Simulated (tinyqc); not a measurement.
Inside a calculation. Model: Cahn-Hilliard equation on a periodic one-dimensional grid. Computed by tinyqc, a small Python program that keeps every step. Command: `OMP_NUM_THREADS=1 python tinyqc.py 3007432 3007433 out.jsonl cahn walk`. One thread of a shared host (Intel(R) Xeon(R) Processor @ 2.30GHz), about 0.2 s of CPU time with the checks. Intermediate numbers are printed to about 6 digits and carried at full precision; extremes and crossings named in words are read from the listed rows.

Free energy F = h sum_j [A (c_j^2 - 1)^2/4 + (kappa/2) ((c_(j+1) - c_j)/h)^2]; dc/dt = Lap(mu), mu = A (c^3 - c) - kappa Lap(c), Lap(y)_j = (y_(j+1) - 2 y_j + y_(j-1))/h^2, mobility 1; the grid has n = 12 points.

Inputs (values chosen for the exercise, in reduced units):

| quantity | value | unit |
|---|---|---|
| spacing h | 1.1 | - |
| well depth A | 1.5 | - |
| gradient coefficient kappa | 1.4 | - |
| mean composition c0 | -0.29 | - |
| noise amplitude | 0.05 | - |
| time step dt | 0.032 | - |
| end time | 150 | - |

Scheme: explicit Euler.

## Linear stability

f'' = A (3 c0^2 - 1). Mode m has lambda_m = (4/h^2) sin^2(pi m/n) and the rate w_m = -lambda_m (f'' + kappa lambda_m). In the continuum the fastest wavelength is 2 pi sqrt(2 kappa/|f''|) with the rate f''^2/(4 kappa). Explicit steps near c = +-1, where f'' = 2A, are stable for dt < 2/(16 kappa/h^4 + 8 A/h^2).

f'' = -1.12155

Modes of the grid:

| m | lambda_m | w_m |
|---|---|---|
| 1 | 0.22145 | 0.1797 |
| 2 | 0.82645 | -0.0293 |
| 3 | 1.65289 | -1.9711 |
| 4 | 2.47934 | -5.8253 |
| 5 | 3.08434 | -9.8592 |
| 6 | 3.30579 | -11.5919 |

fastest wavelength = 9.92772

largest rate = 0.224620

explicit limit of dt = 0.0793120

1 mode(s) grow; the fastest on the grid is m = 1, while the box holds 1.33 fastest wavelengths. dt is 0.40 of the explicit limit.

## The first step

random numbers: -0.687  -0.258  0.746  0.523  -0.398  0.872  -0.804  -0.484  0.223  -0.839  -0.213  -0.939

Start: c_j = c0 + amplitude x (z_j - mean of z). c(new) = c + dt Lap(mu).

c at the start: -0.314942  -0.293492  -0.243292  -0.254442  -0.300492  -0.236992  -0.320792  -0.304792  -0.269442  -0.322542  -0.291242  -0.327542

mu at the start: 0.415315  0.369052  0.414320  0.397334  0.283286  0.505951  0.316199  0.392327  0.477160  0.335827  0.478022  0.382024

c after one step: -0.317046  -0.291071  -0.244938  -0.257009  -0.291587  -0.247899  -0.313760  -0.304561  -0.275423  -0.315043  -0.297541  -0.324122

F at the start = 4.16020

F after one step = 4.15603

## The run

Run to the end time; break off if |c| exceeds 3 or F has risen by more than 1e-9 in more than 30 steps. Domains = stretches with c > c0.

Course:

| step | t | F | min c | max c | domains |
|---|---|---|---|---|---|
| 0 | 0.000 | 4.16020 | -0.327542 | -0.236992 | 3 |
| 94 | 3.008 | 4.14799 | -0.331183 | -0.236266 | 1 |
| 234 | 7.488 | 4.12961 | -0.368631 | -0.180808 | 1 |
| 469 | 15.008 | 3.77344 | -0.534053 | 0.201417 | 1 |
| 703 | 22.496 | 2.70336 | -0.891245 | 0.761062 | 1 |
| 938 | 30.016 | 2.64011 | -0.976068 | 0.840169 | 1 |
| 1406 | 44.992 | 2.63990 | -0.980269 | 0.843141 | 1 |
| 1875 | 60.000 | 2.63988 | -0.980181 | 0.842439 | 1 |
| 2578 | 82.496 | 2.63987 | -0.980096 | 0.841792 | 1 |
| 3282 | 105.024 | 2.63987 | -0.980052 | 0.841441 | 1 |
| 3985 | 127.520 | 2.63987 | -0.980029 | 0.841254 | 1 |
| 4688 | 150.016 | 2.63987 | -0.980016 | 0.841153 | 1 |

c at the end: -0.813989  -0.342098  0.502384  0.840923  0.841153  0.503379  -0.340730  -0.813505  -0.948690  -0.979988  -0.980016  -0.948825

F at the end = 2.63987

steps in which F rose = 0

F never rises by more than 1e-9 in a step. The count of domains goes from 3 in the noise to 1 at the end, and c spans -0.980 to 0.841.

## Interfaces

Continuum wall between c = -1 and +1: c = tanh(x/w), w = sqrt(2 kappa/A), energy s = (2/3) sqrt(2 kappa A). With two walls per domain, the estimate of F at the end is 2 x domains x s. Volume fraction of the +1 phase by the lever rule: (1 + c0)/2.

wall half width w = 1.36626

wall energy s = 1.36626

estimate of F = 2.73252

volume fraction = 0.355

w/h = 1.24205

The run ends at F = 2.6399, 0.97 of the estimate: close to it, but the extremes of c are -0.980 and 0.841.

Checks made by the program: conservation of the mean (relative difference below 1e-10).
